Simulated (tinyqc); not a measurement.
Inside a calculation. Model: domain walls in a thin film with perpendicular anisotropy: Bloch, Neel and chiral walls, motion and stripe domains. Computed by tinyqc, a small Python program that keeps every step. Command: `OMP_NUM_THREADS=1 python tinyqc.py 3001157 3001158 out.jsonl mwall walk`. One thread of a shared host (Intel(R) Xeon(R) Processor @ 2.30GHz), about 0.01 s of CPU time with the checks. Intermediate numbers are printed to about 6 digits and carried at full precision; extremes and crossings named in words are read from the listed rows.

One-dimensional wall: polar angle theta(x), azimuth phi of the moment in the wall (phi = 0 Neel, 90 degrees Bloch). mu_0 = 1.25663706212e-6 T m/A, gamma = 1.76085963023e11 rad/(s T).

Inputs (values chosen for the exercise, for a model film):
```
quantity                      value        unit
saturation magnetisation M_s    615        kA/m
exchange stiffness A             12        pJ/m
uniaxial anisotropy K_u         468      kJ/m^3
DMI constant D                 0.46      mJ/m^2
thickness t                     1.8          nm
damping alpha                  0.14           -
current density J              0.29  1e12 A/m^2
spin Hall angle theta_SH       0.13           -
```

Drive: spin-orbit torque.

Constants: hbar = 1.054571817e-34 J s; e = 1.602176634e-19 C.

## Width and energy of the Bloch wall

K_eff = K_u - mu_0 M_s^2/2; Delta = sqrt(A/K_eff); sigma_0 = 4 sqrt(A K_eff); profile theta = 2 arctan exp(x/Delta); quality factor Q = 2 K_u/(mu_0 M_s^2).

K_eff = 230.354 kJ/m^3

width parameter Delta = 7.21760 nm

sigma_0 = 6.65041 mJ/m^2

quality factor Q = 1.96932

## Bloch or Neel

sigma(phi) = sigma_0 + 2 Delta K_D cos^2(phi) - pi D cos(phi), with the wall shape anisotropy K_D = N_x mu_0 M_s^2/2, N_x = t ln 2/(pi Delta). The minimum has cos(phi) = D/D_N for D < D_N = 4 Delta K_D/pi and phi = 0 beyond; sigma turns negative at D_c = (sigma_0 + 2 Delta K_D)/pi.

K_D = 13.0763 kJ/m^3

D_N = 0.120168 mJ/m^2

azimuth phi = 0 degrees

wall energy sigma = 5.39404 mJ/m^2

D_c = 2.17698 mJ/m^2

A pure chiral Neel wall. D is 0.21 of D_c.

## Velocity under current

Spin-orbit drive: B_SL = hbar theta_SH J/(2 e M_s t) acts as the field (pi/2) B_SL cos(phi). Steady state: v = (gamma Delta/alpha)(pi/2) B_SL cos(phi) = gamma Delta [B_D sin(phi) - (B_K/2) sin(2 phi)], B_K = 2 K_D/M_s, B_D = pi D/(2 M_s Delta); the root with phi between its rest value and 90 degrees; v saturates at v_D = gamma Delta B_D.

B_SL = 11.2080 mT

azimuth in motion = 43.6129 degrees

velocity = 115.714 m/s

saturation velocity v_D = 206.884 m/s

v is 56 % of v_D: still rising with current. Caution: pinning, heating and tilting of the wall are left out.

## Velocity against current

The formulas are those given above.

Steady motion:
```
J (1e12 A/m^2)  B_SL (mT)  phi (degrees)  v (m/s)  v at fixed rest phi (m/s)
0.02                0.773         4.1211   10.994                      11.02
0.05                1.932        10.1650   27.123                      27.56
0.10                3.865        19.4655   51.961                      55.11
0.20                7.730        34.2005   91.162                     110.22
0.50               19.324        57.1969  149.284                     275.56
1.00               38.648        71.0407  179.054                     551.11
2.00               77.297        79.8485  194.269                    1102.23
5.00              193.242        85.7884  202.367                    2755.56
```

The linear law holds to 5 % in 2 of the eight rows; in the last row v is 97.8 % of v_D = pi gamma D/(2 M_s), which depends on neither alpha nor theta_SH.

## Stripe domains

Dipolar length l = sigma/(mu_0 M_s^2); for t much smaller than the period the domain width is w = 0.955 t exp(pi l/t) (Kaplan and Gehring), given as log10 of w in nm.

dipolar length l = 11.3489 nm

log10 of the domain width in nm = 8.83760

Domains would exceed a millimetre: any device is a single domain in equilibrium.

## Raising D

The formulas are those given above.

Wall against D; the last column is the Kaplan-Gehring width, log10[0.955 t exp(pi sigma/(mu_0 M_s^2 t))/nm], with a dash where it falls below 10 Delta and the formula fails:
```
D (mJ/m^2)  phi (degrees)  sigma (mJ/m^2)  sigma/sigma_0  log10 domain width
0.024             78.4794         6.64289       0.998868             10.8292
0.060             60.0462         6.60336       0.992924             10.7662
0.096             36.9765         6.52995       0.981886             10.6491
0.440              0.0000         5.45687       0.820531              8.9378
0.870              0.0000         4.10599       0.617403              6.7834
1.300              0.0000         2.75510       0.414275              4.6291
1.700              0.0000         1.49847       0.225319              2.6250
2.000              0.0000         0.55599       0.083602                   -
```

D_N is 6 % of D_c, so a small D fixes the chirality long before it lowers the energy much. Beyond D_N sigma falls by pi per unit of D, and the domain width, which has sigma in an exponent, drops by 8.2 decades over the valid rows (values above 6 mean a single domain in any device).

Checks made by the program: sigma_0 against the integral over the profile (relative difference below 1e-10).
